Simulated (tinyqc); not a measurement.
Born-von Karman spring model of a cubic crystal with one atom per cell. Convergence with the mesh. Computed by tinyqc, a small Python program. Command: `OMP_NUM_THREADS=1 python tinyqc.py 3015478 3015479 out.jsonl springs sweep`. One thread of a shared host (Intel(R) Xeon(R) Processor @ 2.30GHz), about 0.2 s of CPU time with the checks.

First neighbours lie at a/2 (1,1,0) (12 of them), second at a (1,0,0) (6), with all permutations and signs; the volume per atom is Omega = a^3/4. Two shells of springs match a real metal only roughly, above all at the zone boundary.

Inputs (values chosen for the exercise, modelled on aluminium):
```
quantity                value           unit
atomic mass M           26.98              u
radial spring k1L        1.29  eV/angstrom^2
transverse spring k1T   -0.08  eV/angstrom^2
radial spring k2L        0.14  eV/angstrom^2
transverse spring k2T  -0.011  eV/angstrom^2
temperature T             150              K
```

Lattice: fcc.

Constants: nu for 1 eV/(angstrom^2 u) = 15.6333042 THz; h x 1 THz = 4.135667696 meV; k_B = 8.617333262e-05 eV/K; hbar^2/u = 4.18015928e-03 eV angstrom^2.

Method:
- A neighbour at R with unit vector n couples by the matrix K(R) = kL n n^T + kT (1 - n n^T), and D(q) = (1/M) sum_R K(R) [1 - cos(q.R)].
- An eigenvalue lambda of D in eV/(angstrom^2 u) gives nu = 15.6333042 THz x sqrt(lambda).
- Mesh: q = sum_i (m_i + 1/2)/n b_i, m_i = 0..n-1, with b = [[-1, 1, 1], [1, -1, 1], [1, 1, -1]] in 2 pi/a; sums are averages over the n^3 points, per atom.
- With x = h nu/(k_B T) and n = 1/(exp(x) - 1) for each mode: F = k_B T [x/2 + ln(1 - exp(-x))], U = k_B T x (n + 1/2), S/k_B = x n - ln(1 - exp(-x)), C/k_B = x^2 n (n + 1).
- <u_x^2> = (1/3) sum over modes of hbar^2/(2 M h nu) coth(x/2); zero-point energy = sum h nu/2. <u_x^2> converges slowly with the mesh, from below, with an error of order 1/n.

One run for each value:
```
mesh divisions n  <u_x^2> (angstrom^2)  heat capacity C (k_B/atom)  entropy S (k_B/atom)  zero-point energy (meV/atom)
2                            0.0051290                      2.1465                1.5380                        39.026
3                            0.0052727                      2.1467                1.5380                        39.036
4                            0.0053706                      2.1467                1.5391                        39.035
6                            0.0054791                      2.1467                1.5400                        39.034
8                            0.0055359                      2.1467                1.5403                        39.034
12                           0.0055938                      2.1467                1.5404                        39.034
16                           0.0056230                      2.1467                1.5404                        39.034
```

Over the rows, <u_x^2> (angstrom^2) rises from 0.00513 to 0.00562 (exponent d ln y / d ln x 0.068 between the first rows and 0.018 between the last); heat capacity C (k_B/atom) rises from 2.1465 to 2.1467, flat over part of the range; entropy S (k_B/atom) goes from 1.54 through a minimum among these rows, 1.54 at 3.00, to 1.54. Against the finest mesh, the coarsest misses by 8.8 % in <u_x^2>, 0.0074 % in C, 0.15 % in S, 0.022 % in the zero-point energy. <u_x^2> converges slowest, since it weights each mode by 1/nu to 1/nu^2 and so the long waves near G.

Extremes, crossings and ranges named in words are read from the listed rows.
